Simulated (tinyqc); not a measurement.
Worked calculation: plane-wave Kohn-Sham cycle with exchange-only LDA in a layered model solid. One step of it, computed by the program tinyqc.

Question. Iteration 1: potential. V_H(G) = 4 pi rho(G)/G^2 for G != 0 (uniform background); v_x = -(3 rho/pi)^(1/3); V = V_ext + V_H + v_x; Fourier components f(G_m) = (1/N) sum_j f(x_j) exp(-i G_m x_j).

A solid whose potential varies along x alone (atomic units):
```
parameter                      value
period a                    5.100000
cross-section of the cell  33.000000
electrons per cell                 2
grid points                       16
plane waves -n..n, n               2
k points                           2
V1 in V1 cos(2 pi x/a)     -0.740000
```

density at the start, on the grid x_j = j a/N (e/bohr^3): [0.01188354, 0.01188354, 0.01188354, 0.01188354, 0.01188354, 0.01188354, 0.01188354, 0.01188354, 0.01188354, 0.01188354, 0.01188354, 0.01188354, 0.01188354, 0.01188354, 0.01188354, 0.01188354]

Give: Potentials on the grid; V(G_m), m = 0, 1, 2, ....

Answer.

Potentials on the grid (hartree):
```
x         V_ext     V_H      v_x        V
0.0000  -0.7400  0.0000  -0.2247  -0.9647
0.3187  -0.6837  0.0000  -0.2247  -0.9084
0.6375  -0.5233  0.0000  -0.2247  -0.7480
0.9563  -0.2832  0.0000  -0.2247  -0.5079
1.2750        0  0.0000  -0.2247  -0.2247
1.5938   0.2832  0.0000  -0.2247   0.0585
1.9125   0.5233  0.0000  -0.2247   0.2985
2.2313   0.6837  0.0000  -0.2247   0.4590
2.5500   0.7400  0.0000  -0.2247   0.5153
2.8687   0.6837  0.0000  -0.2247   0.4590
3.1875   0.5233  0.0000  -0.2247   0.2985
3.5063   0.2832  0.0000  -0.2247   0.0585
3.8250        0  0.0000  -0.2247  -0.2247
4.1437  -0.2832  0.0000  -0.2247  -0.5079
4.4625  -0.5233  0.0000  -0.2247  -0.7480
4.7812  -0.6837  0.0000  -0.2247  -0.9084
```

V(G_m), m = 0, 1, 2, ... (hartree): [-0.2247, -0.3700, 0.0000, 0.0000, 0.0000]
